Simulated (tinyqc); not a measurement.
## Channel mobility from two channel lengths

Inverse problem. Two power MOSFETs differ only in channel length: R_on = R_rest + Lc (Wp + a)/(2 mch Cox Vov), Cox = 3.9 eps0/tox. Find mch and R_rest.

Parameters, values chosen for the exercise: gate oxide thickness (eps_r 3.9) tox = 59 nm; gate overdrive Vov = 11 V; width of the p body in one cell, channels included Wp = 3 um; gap between neighbouring p bodies a = 4.5 um.

Constants: eps0 = 8.8541878128e-14 F/cm where lengths are in cm. Results are converted to the units shown.

R_on at Lc = 0.37 and 0.86 um (mohm cm^2): 6.0367716  7.9395231

Solution. R_on is a straight line in Lc; its slope gives mch and its intercept the rest.

mch = 15.00 cm^2/(V s)
R_rest = 4.600 mohm cm^2

Numbers from tinyqc (`OMP_NUM_THREADS=1 python tinyqc.py 2230069 2230070 out.jsonl`; about 0.01 s on one thread of a shared Intel Xeon 2.30GHz).
